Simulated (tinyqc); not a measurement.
Gain against electron density: polytypes and stacking faults of a tetrahedral semiconductor in an axial Ising model with couplings up to third neighbours. Computed by tinyqc, a small Python program. Command: `OMP_NUM_THREADS=1 python tinyqc.py 3021673 3021674 out.jsonl polytype walk`. One thread of a shared host (Intel(R) Xeon(R) Processor @ 2.30GHz), about 0.01 s of CPU time with the checks.

Each double layer has s = +1 or -1 for the sense of its stacking step; E per pair of atoms = E0 - sum_n J_n <s_i s_(i+n)>, n = 1, 2, 3. Hexagonality h = (1 - <s_i s_(i+1)>)/2.

Inputs (values chosen for the exercise, for a model crystal):

| quantity | value | unit |
|---|---|---|
| J1 | -6.3 | meV/pair |
| J2 | -0.286 | meV/pair |
| J3 | 0.058 | meV/pair |
| basal lattice constant a | 3.19 | angstrom |
| binding energy of the fault level E_b | 0.042 | eV |
| in-plane mass m | 0.43 | m0 |
| effective density of states N_c at 300 K | 3.4e+19 | 1/cm^3 |
| temperature T | 350 | K |

Host polytype: 2H.

Constants: 1 eV/angstrom^2 = 16.02176634 J/m^2; m_0 = 9.1093837015e-31 kg; hbar = 1.054571817e-34 J s; k_B = 1.380649e-23 J/K; k_B = 8.617333262e-05 eV/K.

Method. Faults in 2H: the sequences I1 (+), I2 (++), E (+++) are put between perfect repeats; k_n = (layers x C_n of the host) - sum_i s_i s_(i+n). gamma = sum k_n J_n/A, A = (sqrt 3/2) a^2; 1 meV/angstrom^2 = 16.02177 mJ/m^2. The fault binds electrons in a two-dimensional band E_b below the conduction edge, g2 = m m0/(pi hbar^2) for one valley. With the Fermi level held by the bulk, eta = ln[n/N_c(T)], N_c(T) = N_c (T/300)^1.5, the grand potential falls by g2 (k_B T)^2 F1(x), x = eta + E_b/(k_B T), F1(x) = integral from 0 to infinity of ln(1 + exp(x - t)) dt; sheet density g2 k_B T ln(1 + e^x). Band bending by the trapped charge is left out, so the gain is an upper bound.

fault coefficients k_n:
```
    J1  J2  J3
I1  -2   4  -6
I2  -4   4  -4
E   -6   4  -6
```

energy of the glide fault, I2 = 43.3125 mJ/m^2

At T:

| n (1/cm^3) | x | sheet density (1/cm^2) | gain (mJ/m^2) | gain/gamma | gain/gamma at T + 200 K |
|---|---|---|---|---|---|
| 1.00e+14 | -11.575 | 5.0895e+07 | 2.4594e-06 | 5.6783e-08 | 4.2899e-08 |
| 1.00e+15 | -9.273 | 5.0893e+08 | 2.4594e-05 | 5.6782e-07 | 4.2899e-07 |
| 1.00e+16 | -6.970 | 5.0872e+09 | 2.4588e-04 | 5.6770e-06 | 4.2896e-06 |
| 1.00e+17 | -4.668 | 5.0658e+10 | 2.4537e-03 | 5.6650e-05 | 4.2868e-05 |
| 1.00e+18 | -2.365 | 4.8645e+11 | 2.4039e-02 | 5.5502e-04 | 4.2595e-04 |
| 5.00e+18 | -0.756 | 2.0862e+12 | 1.1093e-01 | 2.5611e-03 | 2.0725e-03 |
| 2.00e+19 | 0.631 | 5.7286e+12 | 3.5850e-01 | 8.2772e-03 | 7.5869e-03 |

For x well below 0 the gain is k_B T times the sheet density and linear in n; for x well above 0 the well fills and the gain grows only about as x^2. It stays below the fault energy in all rows; 200 K more changes it by a factor 0.76 at 1e16.
